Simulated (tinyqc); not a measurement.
Worked calculation: effective-mass impurity with a central-cell term, in a basis of Slater functions. Computed by tinyqc, a small Python program that keeps every step. Command: `OMP_NUM_THREADS=1 python tinyqc.py 3005963 3005964 out.jsonl centralcell walk`. One thread of a shared host (Intel(R) Xeon(R) Processor @ 2.30GHz), about 0.01 s of CPU time with the checks. Intermediate numbers are printed to about 6 digits and carried at full precision; extremes and crossings named in words are read from the listed rows.

The envelope obeys H = -nabla^2 - (2/r) [Z + A exp(-kappa r)] in effective units, with kappa = a*/lambda; positive A deepens the well near the core.

Inputs (values chosen for the exercise, with mass and screening modelled on CdS):
```
quantity                   value      unit
effective mass m           0.207       m_0
dielectric constant eps     8.76         -
charge Z of the core           1         -
central-cell strength A      2.2         -
central-cell range lambda    2.3  angstrom
basis size n                   2         -
smallest exponent zeta_1    0.37      1/a*
ratio beta of exponents      3.1         -
```

Impurity: donor, one isotropic band.

Constants: Ry = 13.605693123 eV; a_0 = 0.529177210903 angstrom.

## Effective units

Units: Ry* = Ry m/eps^2 and a* = a_0 eps/m, with m in m_0. kappa = a*/lambda; the hydrogenic ground state is bound by Z^2 Ry*.

Ry* = 36.7014 meV

a* = 22.3942 angstrom

kappa = 9.73659 1/a*

hydrogenic binding energy = 36.7014 meV

## Matrices over the s basis

zeta_i = zeta_1 beta^(i-1), i = 1..n. For s functions exp(-zeta r), with s = zeta_i + zeta_j: S = 2/s^3, T = zeta_i zeta_j S, V = -2 Z/s^2, W = -2 A/(s + kappa)^2; each function is normalised by dividing by sqrt(S_ii S_jj).

exponents (1/a*): 0.37  1.147

overlap S:
```
         1        2
1  1.00000  0.63355
2  0.63355  1.00000
```

kinetic T (Ry*):
```
          1         2
1    0.1369  0.268872
2  0.268872  1.315609
```

Coulomb V (Ry*):
```
           1          2
1      -0.74  -0.961095
2  -0.961095     -2.294
```

central cell W (Ry*):
```
             1           2
1  -0.00812227  -0.0384218
2   -0.0384218   -0.183497
```

## Generalised eigenproblem

(T + V + W) c = E S c with c^T S c = 1 and the largest component positive.

two lowest levels (Ry*): -1.16194  -0.25351

coefficients of the lowest state: -0.01006  1.00634

<T> = 1.32692 Ry*

<W> = -0.185055 Ry*

## Converged levels

Large basis: zeta_i = 0.06 x 1.6^(i-1), i = 1..22, same formulas; for p functions r exp(-zeta r): S = 24/s^5, T = zeta_i zeta_j S (centrifugal term included), V = -12 Z/s^4, W = -12 A/(s + kappa)^4; overlap eigenvalues below 1e-11 are dropped. Binding energies are -E Ry*; the effective quantum number is nu = Z/sqrt(-E); |psi(0)|^2 is given relative to the hydrogenic Z^3/(pi a*^3).

1s binding energy = 43.8799 meV

2s binding energy = 9.99091 meV

2p binding energy = 9.17831 meV

effective quantum number of 1s = 0.914553

relative |psi(0)|^2 = 3.59462

The central cell moves 1s by +7.178 meV, 2s by +0.816 meV and 2p by +0.0030 meV: p states vanish at the core, so the 2p level gives the hydrogenic scale and 1s the chemical shift. The small basis lies 1.2 meV above the converged 1s level.

## Chemical shift by three methods

First order: shift = 8 A Z^3/(2 Z + kappa)^2 Ry*. One exponent: minimise zeta^2 - 2 Z zeta - 8 A zeta^3/(2 zeta + kappa)^2 by golden section on 0.2 to 6 Z. All shifts are the binding beyond Z^2 Ry*.

Shift of the 1s binding energy (meV):
```
A      first order  one exponent  large basis
-2.20     -4.68934      -3.84850      -3.4616
-1.10     -2.34467      -2.11050      -1.9917
0.22       0.46893       0.47981       0.4861
0.55       1.17233       1.24323       1.2856
1.10       2.34467       2.65016       2.8439
2.20       4.68934       6.13920       7.1785
2.75       5.86167       8.36542      10.2717
```

The three columns are ordered, first order <= one exponent <= large basis, since each is a variational bound with more freedom. At the largest attractive A first order gives 57 % and one exponent 81 % of the shift; at the most repulsive A the true shift is -3.462 meV against -4.689. Attraction pulls the envelope in and feeds itself, repulsion pushes it out and saturates.

## Convergence with the basis

The error is the lowest level above the large-basis value.

Error of the 1s level:
```
n  error (meV)  largest exponent (1/a*)
1  2.14472e+01              3.70000e-01
2  1.23493e+00              1.14700e+00
3  1.71431e-01              3.55570e+00
4  3.03287e-03              1.10227e+01
5  2.03502e-03              3.41703e+01
6  1.85068e-03              1.05928e+02
7  1.81034e-03              3.28376e+02
8  1.80102e-03              1.01797e+03
```

The error falls from 21.4 to 0.00180 meV. The last function changes it by less than 5 %: it has levelled off, and what remains is set by beta and zeta_1, not by the range of exponents.

Checks made by the program: the large basis at A = 0 against Z^2, Z^2/4 and Z^2/4 (relative difference 5e-06).
